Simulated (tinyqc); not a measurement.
Hole mobility in a silicon inversion layer, empirical terms and Matthiessen rule: two steps of the calculation.

Inversion layer of sheet density Ns on a uniformly doped body, under a high-permittivity gate with an interlayer. The mobility terms are empirical power laws with prefactors chosen for the exercise; adding their inverses (Matthiessen) is itself an approximation.

Parameters, values chosen for the exercise; material values close to those of silicon:

| symbol | value | unit | meaning |
|---|---|---|---|
| T | 300 | K | temperature |
| Eg | 1.14 | eV | band gap |
| eps_r | 11.8 |  | relative permittivity of the semiconductor |
| Nc | 2.77e19 | cm^-3 | conduction-band density of states at T |
| Nv | 2.63e19 | cm^-3 | valence-band density of states at T |
| Nb | 8.2e16 | cm^-3 | body doping |
| Vsb | 0 | V | reverse body bias |
| eta | 0.3333 |  | weight of the inversion charge in the effective field |
| Cox | 0.84 | uF/cm^2 | gate capacitance |
| Ns | 1.3e12 | cm^-2 | inversion density |
| WL | 10 |  | ratio W/L |
| Vd | 0.05 | V | drain voltage |

Constants: q = 1.602176634e-19 C, kB = 1.380649e-23 J/K, Vt = kB T/q, eps0 = 8.8541878128e-14 F/cm where lengths are in cm. Results are converted to the units shown.

Problem 1. Depletion charge and effective field. ni = sqrt(Nc Nv) exp(-Eg/(2 Vt)), Eg in volts; Ndep = sqrt(2 eps0 eps_r Nb (2 Vt ln(Nb/ni) + Vsb)/q); E = q (Ndep + eta Ns)/(eps0 eps_r), in MV/cm.

Find: ni; Ndep; E.

Solution 1.

ni = 7.172e9 cm^-3
Ndep = 9.480e11 cm^-2
E = 0.2118 MV/cm

The depletion charge gives 68.6 % of the field.

Problem 2. Split C-V extraction. Q(Vg) is the trapezoid sum of Cgc from the first point (where Q is taken as 0); mu_eff = I/((W/L) Q Vd); mu_FE = (dI/dVg)/((W/L) Cox Vd) with a backward difference. Listed from point 4 on.

```
point  Vg (V)  Cgc (uF/cm^2)         I (uA)
0         0.1   2.9728827e-5  5.9142442e-10
1        0.15   1.5524942e-4   1.6130869e-8
2         0.2   8.1022992e-4   4.3963938e-7
3        0.25   0.0042146351   1.1936308e-5
4         0.3    0.021556151   3.1773002e-4
5        0.35     0.10157891   0.0076779828
6         0.4     0.35119683     0.12683870
7        0.45     0.66325510     0.90483356
8         0.5     0.79922283      2.8185111
9        0.55     0.83187376      5.5222305
10        0.6     0.83843187      8.6042366
11       0.65     0.83969931      11.847317
12        0.7     0.83994241      15.142743
```

Give: Q; mu_eff; mu_FE.

Solution 2.

```
point  Q (uC/cm^2)  mu_eff (cm^2/(V s))  mu_FE (cm^2/(V s))
4        7.9865e-4              0.79567            0.014562
5        0.0038770               3.9608             0.35049
6         0.015196               16.693              5.6743
7         0.040558               44.620              37.047
8         0.077120               73.094              91.128
9          0.11790               93.679              128.75
10         0.15965               107.79              146.76
11         0.20161               117.53              154.43
12         0.24360               124.33              156.93
```

At the last point mu_FE is 26 % above mu_eff.

Numbers from tinyqc (`OMP_NUM_THREADS=1 python tinyqc.py 2510070 2510071 out.jsonl`; about 0.01 s on one thread of a shared Intel Xeon 2.30GHz).
